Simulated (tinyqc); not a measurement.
Cyclotron resonance of ellipsoidal valleys, Ge type: one step. The same from the mass tensor. Two cases, with inputs chosen for the exercise.

Question. For the valley along [11-1]: M = mt 1 + (ml - mt) a a^T, and mc^2 = det M/(b M b).

Valleys along [111], [-111], [1-11], [11-1], mass ml along the axis and mt across it. B lies in the (1-10) plane, b = (sin(theta)/sqrt2, sin(theta)/sqrt2, cos(theta)). For the angle phi between B and the axis, 1/mc^2 = cos^2(phi)/mt^2 + sin^2(phi)/(mt ml). Resonance: h nu = 2 muB B/mc, h = 2 pi hbar.

Case 1.

Values chosen (out of a larger set: near those of Ge; not measured data): ml = 1.589 m0 (longitudinal mass); mt = 0.079 m0 (transverse mass).

b: [0.525483, 0.525483, 0.669131]

Case 2.

Values chosen (out of a larger set: near those of Ge; not measured data): ml = 1.654 m0 (longitudinal mass); mt = 0.086 m0 (transverse mass).

b: [0.110616, 0.110616, 0.987688]

Give: M; det M; b M b; mc.

Answer.

Case 1.

M (m0), rows x, y, z and columns alike:
$$\begin{pmatrix}
0.5823 & 0.5033 & -0.5033 \\
0.5033 & 0.5823 & -0.5033 \\
-0.5033 & -0.5033 & 0.5823
\end{pmatrix}$$

det M = 0.0099169
b M b = 0.1524
mc = 0.2551 m0

Case 2.

M (m0), rows x, y, z and columns alike:
$$\begin{pmatrix}
0.6087 & 0.5227 & -0.5227 \\
0.5227 & 0.6087 & -0.5227 \\
-0.5227 & -0.5227 & 0.6087
\end{pmatrix}$$

det M = 0.012233
b M b = 0.3930
mc = 0.1764 m0

Computed by tinyqc, one run a case: `OMP_NUM_THREADS=1 python tinyqc.py N N+1 out.jsonl` with N = 1252609, 1281184; one thread of a shared Intel(R) Xeon(R) Processor @ 2.30GHz, about 0.01 s a run at most.
